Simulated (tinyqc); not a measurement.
Orbital energy against energy difference: ionisation energy by orbital energies and by energy differences in the cc-pvdz basis, for H4, spin multiplicity 1. Computed by the program tinyqc with PySCF. 

Geometry (angstrom):

| atom | x | y | z |
|---|---|---|---|
| H | 0.0000 | 0.0000 | 0.0000 |
| H | 0.0000 | 0.0000 | 0.7060 |
| H | 0.0000 | 1.0590 | 0.0000 |
| H | 0.0000 | 1.0590 | 0.7060 |

CCSD(T) difference in the same basis = 10.6015 eV

IP-EOM-CCSD = 10.6092 eV

The cation is unrestricted; errors are against CCSD(T) in this basis, not against experiment.

First vertical ionisation energy (eV):

| method | -e(HOMO) | E(cation) - E | error of -e(HOMO) | error of the difference |
|---|---|---|---|---|
| HF | 10.4877 | 9.704093 | -0.1138 | -0.8974 |
| LDA | 5.5025 | 10.398954 | -5.0990 | -0.2026 |
| PBE | 5.5674 | 10.442004 | -5.0341 | -0.1595 |
| B3LYP | 6.8251 | 10.637164 | -3.7764 | 0.0356 |
| PBE0 | 6.9737 | 10.471361 | -3.6278 | -0.1302 |
| CAM-B3LYP | 8.4737 | 10.584971 | -2.1278 | -0.0166 |
| LC-wPBE | 9.8608 | 10.542795 | -0.7407 | -0.0587 |

Koopmans errs by -0.11 eV and Delta-HF by -0.90 eV: relaxation, 0.78 eV, lowers the value and the missing correlation difference works against it. The PBE level is off by -5.0 eV through the wrong tail of its potential, though its energy difference is off by -0.16 eV; exact exchange deepens the level, and among the orbital energies HF comes closest; among the differences CAM-B3LYP does.
